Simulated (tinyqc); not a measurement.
# MOS capacitor on a p-type substrate, surface potential from the exact charge relation: several studies

Uniform p-type substrate, Boltzmann statistics, full ionisation, classical densities. psi is the surface potential against the body (positive when the bands bend down) and u = psi/Vt. Traps are spread evenly over the gap and neutral at flat band, so their charge is -q Dit psi; the minority quasi-Fermi level is shifted by Vb.

Parameters, values chosen for the exercise; band and dielectric values those of a made-up semiconductor: temperature T = 350 K; band gap Eg = 1.07 eV; relative permittivity eps_r = 10.4; conduction-band density of states at T Nc = 3.36e19 cm^-3; valence-band density of states at T Nv = 3.82e19 cm^-3; electron affinity chi = 5.16 eV; acceptor density of the substrate N = 3.3e17 cm^-3; relative permittivity of the gate insulator (close to silicon dioxide) eox = 3.9; insulator thickness tox = 2.6 nm; gate work function phiM = 5.57 eV; fixed charge at the interface, in units of q Nf = 0 cm^-2; density of interface traps Dit = 0 cm^-2 eV^-1; reverse bias of the inversion layer against the body Vb = 0 V.

Constants: q = 1.602176634e-19 C, kB = 1.380649e-23 J/K, Vt = kB T/q, eps0 = 8.8541878128e-14 F/cm where lengths are in cm. Results are converted to the units shown.

Each table varies one quantity; the others keep the values above.

## Capacitance-voltage curves

ni = sqrt(Nc Nv) exp(-Eg/(2 Vt)), Eg in volts; phiF = Vt ln(N/ni); Cox = eps0 eox/tox; Vfb = phiM - chi - (Eg - Vt ln(Nv/N)) - q Nf/Cox; Q0 = sqrt(2 eps0 eps_r q N Vt); r = (ni/N)^2 exp(-Vb/Vt); VT = Vfb + [(2 phiF + Vb)(1 + q Dit/Cox) + sqrt(2 eps0 eps_r q N (2 phiF + Vb))/Cox]. u = psi/Vt; F^2 = exp(-u) + u - 1 + r (exp(u) - u - 1); Qs = -sign(u) Q0 F; Cs = -dQs/dpsi = (Q0/Vt) |1 - exp(-u) + r (exp(u) - 1)|/(2 F). psi solves Vg = Vfb + psi + (q Dit psi - Qs)/Cox. Low frequency: 1/C_LF = 1/Cox + 1/(Cs + q Dit). High frequency, in the simple estimate in which traps and minority carriers do not follow: 1/C_HF = 1/Cox + 1/Cd, Cd being Cs with r = 0 at the same psi. Deep depletion: r = 0 and Dit = 0 both in the equation for psi and in Cs. Minority sheet density N_inv = (Q0/(2 q)) int_0^u r (exp(t) - 1)/F(t) dt for u > 0. N_inv under 1 cm^-2 is printed as 0. Regimes: accumulation when majority carriers gather, then depletion up to |psi| = phiF + Vb, weak inversion up to 2 phiF + Vb, strong inversion beyond.

Results:
```
Vg (V)   psi (V)  C_LF/Cox  C_HF/Cox  C_deep/Cox  N_inv (cm^-2)            regime
-1.04    -0.1374    0.8705    0.8705      0.8705              0      accumulation
-0.7    -0.07188    0.7091    0.7091      0.7091              0      accumulation
-0.37    0.08896    0.3118    0.3118      0.3118          11.49         depletion
-0.04     0.3449    0.1731    0.1731      0.1731        2.362e4         depletion
0.63      0.8729    0.6459    0.1135      0.1105       4.905e11  strong inversion
0.96      0.9373    0.8817    0.1098     0.09721       2.651e12  strong inversion
1.3       0.9681    0.9290    0.1082     0.08755       5.204e12  strong inversion
1.63      0.9879    0.9487    0.1072     0.08049       7.771e12  strong inversion
1.97       1.003    0.9600    0.1064     0.07474       1.046e13  strong inversion
```

Estimate the missing row, Vg = 0.3 V.

Computed row:
```
Vg (V)  psi (V)  C_LF/Cox  C_HF/Cox  C_deep/Cox  N_inv (cm^-2)          regime
0.3      0.6341    0.1320    0.1313      0.1313        2.418e8  weak inversion
```

With this row back in the table: C_LF/Cox is lowest, 0.132, at Vg = 0.3 V (weak inversion) among the rows listed and is 0.960 in the last row, where C_HF/Cox is 0.106 and the deep-depletion value 0.0747. Vfb = -0.517 V, where C_HF/Cox = 0.489 (Cox in series with eps0 eps_r/LD), and VT = 0.479 V. Over the last two rows psi moves by only 0.045 V a volt of gate bias, since the inversion charge screens the body. In strong accumulation and inversion degeneracy and confinement, left out here, lower the capacitance.

## Effect of the relative permittivity of the gate insulator on threshold and swing

ni = sqrt(Nc Nv) exp(-Eg/(2 Vt)), Eg in volts; phiF = Vt ln(N/ni); Cox = eps0 eox/tox; Vfb = phiM - chi - (Eg - Vt ln(Nv/N)) - q Nf/Cox; VT = Vfb + [(2 phiF + Vb)(1 + q Dit/Cox) + sqrt(2 eps0 eps_r q N (2 phiF + Vb))/Cox]. gamma = sqrt(2 eps0 eps_r q N)/Cox; Wm = sqrt(2 eps0 eps_r (2 phiF + Vb)/(q N)); m = 1 + (eps0 eps_r/Wm + q Dit)/Cox; swing m Vt ln 10; Cmin/Cox = 1/(1 + Cox Wm/(eps0 eps_r)).

The same in every row: Vfb (V) = -0.5167; 2 phiF (V) = 0.7873; Wm (nm) = 52.37.

Effect of the relative permittivity of the gate insulator on threshold and swing:
```
eox  gamma (V^0.5)  VT (V)      m  swing (mV/decade)  Cmin/Cox
3.9         0.2350  0.4790  1.132              78.64    0.1169
5           0.1833  0.4332  1.103              76.62   0.09361
7.5         0.1222  0.3790  1.069              74.23   0.06441
9           0.1018  0.3609  1.057              73.43   0.05426
15         0.06109  0.3248  1.034              71.84   0.03328
22         0.04165  0.3075  1.023              71.08   0.02293
30         0.03054  0.2977  1.017              70.64   0.01692
```

What does the comparison show?

As eox goes from 3.9 to 30, VT falls from 0.479 to 0.298 V, the swing falls from 78.6 to 70.6 mV/decade and Cmin/Cox falls from 0.117 to 0.0169. Vfb does not move. m - 1 goes as eox^(-1.00), that is as 1/Cox.

## Effect of the gate work function on threshold and swing

Same model as above.

The same in every row: 2 phiF (V) = 0.7873; gamma (V^0.5) = 0.2350; Wm (nm) = 52.37; m = 1.132; swing (mV/decade) = 78.64; Cmin/Cox = 0.1169.

Results:
```
phiM (eV)  Vfb (V)   VT (V)
5.16       -0.9267  0.06903
5.36       -0.7267   0.2690
5.76       -0.3267   0.6690
5.96       -0.1267   0.8690
6.16       0.07331    1.069
6.36        0.2733    1.269
```

Estimate the missing row, phiM = 5.56 eV.

Computed row:
```
phiM (eV)  Vfb (V)  VT (V)
5.56       -0.5267  0.4690
```

With this row back in the table: As phiM goes from 5.16 to 6.36, VT rises from 0.0690 to 1.27 V, the swing stays at 78.6 mV/decade and Cmin/Cox stays at 0.117. The whole change of VT is that of Vfb: the curve shifts rigidly.

Program tinyqc, `OMP_NUM_THREADS=1 python tinyqc.py 2060164 2060165 out.jsonl`; Intel Xeon 2.30GHz, shared host, one thread, about 0.01 s.
